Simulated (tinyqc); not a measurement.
Planar ballistic transistor, top-of-the-barrier model: course of the iteration: self-consistent potential at the barrier top.

At the top of the source barrier, states moving towards the drain are filled by the source (Fermi level 0) and states moving back by the drain (Fermi level -q Vd); nothing scatters. U is the shift of the band edge there, set by the capacitances CG, CD and CS (the total) and by the charge. Parabolic two-dimensional band; the source is grounded.

eta1 = -(E0 + U)/Vt, eta2 = eta1 - Vd/Vt, n = (N0/2)[F_0(eta1) + F_0(eta2)], F_0(x) = ln(1 + exp x). U(out) = UL + q (n - n0)/CS. U(new) = U(out).

Stop when U changes by less than 1e-9 eV, or after 25 iterations.

Values chosen for this exercise; mass and valleys close to those of a monolayer dichalcogenide:
- T = 300 K (temperature)
- E0 = 0.23 eV (band edge at the barrier top above the source Fermi level at zero bias)
- Vd = 0.05 V (drain voltage)

Constants: q = 1.602176634e-19 C, kB = 1.380649e-23 J/K, Vt = kB T/q. Results are converted to the units shown.

U at the start (U = UL) = -0.4522 eV
N0 = 1.08424e13 cm^-2
CS = 1.23768 uF/cm^2
n0 = 1.48342e9 cm^-2
UL = -0.4522 eV

Course of the iteration:

| iteration | U (eV) | \|change\| (eV) |
|---|---|---|
| 1 | 10.2549 | 10.7 |
| 2 | -0.452392 | 10.7 |
| 3 | 10.2653 | 10.7 |
| 4 | -0.452392 | 10.7 |
| 5 | 10.2653 | 10.7 |
| 6 | -0.452392 | 10.7 |
| 7 | 10.2653 | 10.7 |
| 8 | -0.452392 | 10.7 |
| 9 | 10.2653 | 10.7 |
| ... | ... | ... |
| 17 | 10.2653 | 10.7 |
| 18 | -0.452392 | 10.7 |
| 19 | 10.2653 | 10.7 |
| 20 | -0.452392 | 10.7 |
| 21 | 10.2653 | 10.7 |
| 22 | -0.452392 | 10.7 |
| 23 | 10.2653 | 10.7 |
| 24 | -0.452392 | 10.7 |
| 25 | 10.2653 | 10.7 |

Did this iteration meet its convergence test, and what does its course show?

No. Not converged within 25 iterations. The value swings between -0.4524 and 10.27 for good. At the solution, U = -0.2033 eV, the quantum capacitance is 8.46 times CS, and dU(out)/dU = -CQ/CS: its size exceeds one, so plain substitution overshoots further each time near the root. A rerun with Newton steps converges in 7 iterations.

tinyqc, about 0.01 s, one thread, Intel Xeon 2.30GHz (shared host): `OMP_NUM_THREADS=1 python tinyqc.py 2400151 2400152 out.jsonl`
